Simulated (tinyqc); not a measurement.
Worked calculation: rapid thermal processing of a wafer: radiative balance, ramp and cooling, pattern effects, pyrometer error and spike budget. Computed by tinyqc, a small Python program that keeps every step. Command: `OMP_NUM_THREADS=1 python tinyqc.py 3110806 3110807 out.jsonl rtp walk`. One thread of a shared host (Intel(R) Xeon(R) Processor @ 2.30GHz), about 0.05 s of CPU time with the checks. Intermediate numbers are printed to about 6 digits and carried at full precision; extremes and crossings named in words are read from the listed rows.

The wafer is opaque and uniform through its thickness unless said otherwise; temperatures in formulas are in kelvin (C + 273.15). sigma = 5.670374419e-12 W/(cm^2 K^4).

Inputs (values chosen for the exercise, modelled on a hot silicon wafer):
```
quantity                                              value         unit
wafer thickness d                                       775   micrometre
heat capacity per volume C                             2.11   J/(cm^3 K)
thermal conductivity k                                 0.28     W/(cm K)
emissivity eps of each face                            0.65            -
reflectivity of the chamber walls r                    0.21            -
gas heat-transfer coefficient h, both faces together   0.65  mW/(cm^2 K)
wall temperature T_w                                    300            K
process temperature                                    1090            C
starting temperature                                    450            C
ramp rate                                                26          K/s
relative change of absorptivity over a pattern           15            %
period of the pattern                                   1.3           mm
pyrometer wavelength                                    4.5   micrometre
error of the assumed emissivity                         1.1            %
activation energy of the process E_a                      2           eV
```

Constants: k_B = 8.617333262e-05 eV/K; h = 6.62607015e-34 J s; c = 299792458 m/s; k_B = 1.380649e-23 J/K.

## Power to hold and to ramp

Effective emissivity between parallel grey plates: eps_eff = 1/(1/eps + 1/(1 - r) - 1). Loss per area q(T) = 2 eps_eff sigma (T^4 - T_w^4) + h (T - T_w). Absorbed power during a ramp = q(T) + C d x ramp rate; thermal time constant tau = C d/(dq/dT), dq/dT = 8 eps_eff sigma T^3 + h; natural cooling rate q/(C d); front-to-back difference under one-sided heating at the end of the ramp = (absorbed power) d/(2 k).

eps_eff = 0.554236

holding power q = 22.3427 W/cm^2

power at the end of the ramp = 26.5944 W/cm^2

dq/dT = 64.3336 mW/(cm^2 K)

time constant tau = 2.54183 s

natural cooling rate = 136.632 K/s

front-to-back difference = 3.68047 K

Radiation carries 97 % of the loss. The ramp needs 1.2 times the holding power.

## Cooling curve

Cooling with the lamps off: C d dT/dt = -q(T), integrated adaptively (relative tolerance 1e-10).

Lamps off at t = 0:
```
t (s)    T (C)  cooling rate (K/s)
0.25   1057.43             124.266
0.51   1026.58             113.352
1.00    975.27              96.827
1.80    906.04              77.501
2.50    856.20              65.511
3.80    781.70              50.279
6.40    675.53              33.401
10.00   578.15              22.068
```

The rate falls from 137 K/s at t = 0 to 22.1 K/s in the last row.

## Thermal budget of a spike

Spike anneal: linear ramp to the peak, then lamps off. Equivalent time at the peak = int exp(-(E_a/k_B)(1/T - 1/T_peak)) dt; estimate (k_B T^2/E_a)(1/ramp rate + 1/cooling rate). The ramp part uses 4000 trapezoid steps, the cooling part 4000 steps over 4 tau. Time within 50 K of the peak from the same curves.

equivalent time, ramp = 2.76966 s

equivalent time, cooling = 0.655313 s

equivalent time, total = 3.42498 s

estimate = 3.66531 s

time within 50 K of the peak = 2.31703 s

Cooling supplies 19 % of the budget.

## What a faster ramp buys

The formulas are those given above.

Against the ramp rate:
```
ramp (K/s)  ramp part (s)  cooling part (s)  total (s)  power at the peak (W/cm^2)
10                7.20112          0.655313    7.85644                      23.978
25                2.88045          0.655313    3.53576                      26.431
50                1.44022          0.655313    2.09554                      30.519
100               0.72011          0.655313    1.37543                      38.695
250               0.28804          0.655313    0.94336                      63.224
500               0.14402          0.655313    0.79934                     104.105
1000              0.07201          0.655313    0.72732                     185.868
```

From 10 to 100 K/s the total falls by a factor 5.7, from 100 to 1000 K/s by 1.89: the cooling part, 0.655 s, is a floor, and the natural cooling rate here is 137 K/s.

## Pattern effect

At steady state a sinusoidal change of absorbed power of relative amplitude a and period p gives the temperature amplitude a q/(dq/dT + k d (2 pi/p)^2); healing length l = sqrt(k d/(dq/dT)); process change = E_a dT/(k_B T^2). Emissivity is taken as unchanged.

healing length l = 5.80779 mm

amplitude without lateral conduction = 52.0942 K

amplitude = 0.0660304 K

change of the process rate = 0.0824733 %

Lateral conduction cuts the amplitude to 0.13 %, since p/(2 pi l) = 0.036.

## Pyrometer error

Signal proportional to eps/(exp(c2/(lambda T)) - 1), c2 = h c/k_B. If the assumed emissivity is too high by the given error, the reading T' solves (1 + error)/(exp(c2/(lambda T')) - 1) = 1/(exp(c2/(lambda T)) - 1). Wien estimate: T' - T = -lambda T^2 ln(1 + error)/c2. Process rates go as exp(-E_a/(k_B T)).

c2 = 14387.8 micrometre K

c2/(lambda T) = 2.34551

reading less true temperature = -5.72776 K

Wien estimate = -6.35801 K

rate at T over rate at T', less 1 = 7.44864 %

Caution: below about 600 C lightly doped silicon is partly transparent at this wavelength, so its emissivity is not yet the hot value early in the ramp.

Checks made by the program: cooling time against quadrature of C d dT/q (relative difference 3e-08).
